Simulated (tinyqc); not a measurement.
# On-chip interconnect, size-dependent resistivity and RC delay: what changes with what

A rectangular line between two neighbours and two ground planes. Surface and grain-boundary scattering are added to the bulk resistivity as corrections; capacitances are parallel-plate values without fringing; inductance is ignored.

Parameters, values chosen for the exercise; metal values close to those of copper:
- rho0 = 1.69 uohm cm (bulk resistivity)
- lam = 40.2 nm (bulk mean free path)
- ps = 0.4 (specular share of surface scattering)
- Rg = 0.41 (reflection coefficient of grain boundaries)
- gr = 2 (grain size over the metal width)
- wd = 19 nm (drawn line width)
- AR = 1.8 (aspect ratio, height over width)
- tl = 1.8 nm (liner on both walls and the bottom, not conducting)
- sp = 28 nm (space to the neighbouring lines)
- hd = 30 nm (dielectric height to the planes above and below)
- ek = 2.5 (relative permittivity of the dielectric)
- Mf = 1 (Miller factor of the neighbours)
- Lw = 43 um (line length)
- Cl = 0.27 fF (load capacitance)
- rho2 = 7.75 uohm cm (bulk resistivity of the second metal (close to ruthenium))
- lam2 = 6.5 nm (mean free path of the second metal)
- tl2 = 0.2 nm (liner of the second metal)

Constants: eps0 = 8.8541878128e-12 F/m. Results are converted to the units shown.

Each table varies one quantity; the others keep the values above.

## Delay against the driver resistance

Metal width x = wd - 2 tl, height y = AR wd - tl; grain boundaries (Mayadas-Shatzkes): al = (lam/(gr x)) Rg/(1 - Rg), g = 1/[1 - 3 al/2 + 3 al^2 - 3 al^3 ln(1 + 1/al)] - 1; surfaces (Fuchs-Sondheimer, thick limit): s = (3/8) lam (1 - ps)(1/x + 1/y); rho = rho0 (1 + g + s); r = rho/(x y); c = eps0 ek (2 wd/hd + 2 Mf AR wd/sp). Elmore delay tE = Rd (c Lw + Cl) + r Lw (c Lw/2 + Cl); t50 is the time at which the far end of a ladder of 30 pi sections (half capacitances at both ends, Cl at the far end, a step applied through Rd) reaches half the step; line share r Lw/(Rd + r Lw); estimate 0.69 Rd (c Lw + Cl) + 0.38 r c Lw^2 + 0.69 r Lw Cl.

The same in every row: rho (uohm cm) = 5.271; r (ohm/um) = 105.6; c (fF/um) = 0.08211.

Delay against the driver resistance:

| Rd (ohm) | tE (ps) | t50 (ps) | estimate (ps) | line share of the resistance (%) |
|---|---|---|---|---|
| 50 | 9.436 | 7.136 | 7.072 | 98.91 |
| 100 | 9.626 | 7.280 | 7.203 | 97.85 |
| 400 | 10.77 | 8.130 | 7.990 | 91.91 |
| 1000 | 13.05 | 9.794 | 9.563 | 81.96 |
| 3000 | 20.65 | 15.17 | 14.81 | 60.23 |
| 7000 | 35.85 | 25.76 | 25.30 | 39.35 |
| 20000 | 85.26 | 60.03 | 59.39 | 18.51 |
| 50000 | 199.3 | 139.1 | 138.1 | 8.328 |

What does the table show?

As Rd goes from 50 to 50000, r stays at 106 ohm/um, c stays at 0.0821 fF/um and t50 rises from 7.14 to 139 ps. t50/tE lies between 0.698 and 0.756, and the estimate is within 2.4 % of t50.

## Two metals against line width

Metal width x = wd - 2 tl, height y = AR wd - tl; grain boundaries (Mayadas-Shatzkes): al = (lam/(gr x)) Rg/(1 - Rg), g = 1/[1 - 3 al/2 + 3 al^2 - 3 al^3 ln(1 + 1/al)] - 1; surfaces (Fuchs-Sondheimer, thick limit): s = (3/8) lam (1 - ps)(1/x + 1/y); rho = rho0 (1 + g + s); r = rho/(x y). The second metal has rho2, lam2 and tl2 in place of rho0, lam and tl; ps, Rg, gr and AR are shared.

Two metals against line width:

| wd (nm) | rho, first (uohm cm) | rho, second (uohm cm) | r, first (ohm/um) | r, second (ohm/um) | ratio second/first |
|---|---|---|---|---|---|
| 6.5 | 19.460 | 14.646 | 6778.1 | 2087.9 | 0.30803 |
| 8 | 13.627 | 13.311 | 2458.0 | 1233.4 | 0.50180 |
| 10 | 10.031 | 12.173 | 967.50 | 712.38 | 0.73631 |
| 13 | 7.4561 | 11.137 | 367.23 | 380.98 | 1.0375 |
| 17 | 5.7864 | 10.332 | 149.94 | 204.75 | 1.3655 |
| 22 | 4.7040 | 9.7423 | 67.633 | 114.47 | 1.6926 |
| 30 | 3.8129 | 9.2096 | 27.668 | 57.832 | 2.0902 |
| 45 | 3.0595 | 8.7228 | 9.3310 | 24.205 | 2.5941 |
| 70 | 2.5528 | 8.3755 | 3.0955 | 9.5658 | 3.0903 |
| 120 | 2.1871 | 8.1151 | 0.87721 | 3.1442 | 3.5843 |

What does the table show?

The resistivity of the first metal falls from 19.5 to 2.19 uohm cm and that of the second goes from 14.6 to 8.12 uohm cm as the line widens. The products rho0 lam, which set the size effect, are 67.9 and 50.4 uohm cm nm. The two resistances cross at wd = 12.6 nm: below it the second metal gives the lower line resistance. For widths well under the mean free path the thick-limit surface term is only a guide.

Range of the model: The metal width is under the mean free path, where the thick-limit surface term and the simple sum of corrections lose accuracy.

Program tinyqc, `OMP_NUM_THREADS=1 python tinyqc.py 2100127 2100128 out.jsonl`; Intel Xeon 2.30GHz, shared host, one thread, about 0.01 s.
